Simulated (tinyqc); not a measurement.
From results back to parameters: shallow donor in effective-mass theory, with valley-orbit splitting. Three cases, with inputs chosen for the exercise.

Problem. Without strain the levels are A1 = E0 - D0 - 4 D1 - D2, T2 = E0 - D0 + D2 and E = E0 - D0 + 2 D1 - D2. They were computed from hidden D0, D1 and D2.

Case 1.

Values chosen (out of a larger set: near those of a group-V donor in Si; not measured data): E0 = -29.3 meV (single-valley level).

A1, T2, E (meV): -43.490  -31.870  -30.410

Case 2.

Values chosen (out of a larger set: near those of a group-V donor in Si; not measured data): E0 = -30.5 meV (single-valley level).

A1, T2, E (meV): -52.140  -31.520  -30.360

Case 3.

Values chosen (out of a larger set: near those of a group-V donor in Si; not measured data): E0 = -32.7 meV (single-valley level).

A1, T2, E (meV): -70.510  -33.850  -31.390

Find: D1; D2; D0.

Solution. E - A1 = 6 D1, T2 - E = 2 D2 - 2 D1, and the mean (A1 + 3 T2 + 2 E)/6 is E0 - D0.

Case 1.

D1 = 2.18 meV
D2 = 1.45 meV
D0 = 4.02 meV

Case 2.

D1 = 3.63 meV
D2 = 3.05 meV
D0 = 4.07 meV

Case 3.

D1 = 6.52 meV
D2 = 5.29 meV
D0 = 6.44 meV

Computed by tinyqc, one run a case: `OMP_NUM_THREADS=1 python tinyqc.py N N+1 out.jsonl` with N = 1280959, 1280992, 1281070; one thread of a shared Intel(R) Xeon(R) Processor @ 2.30GHz, about 0.01 s a run at most.
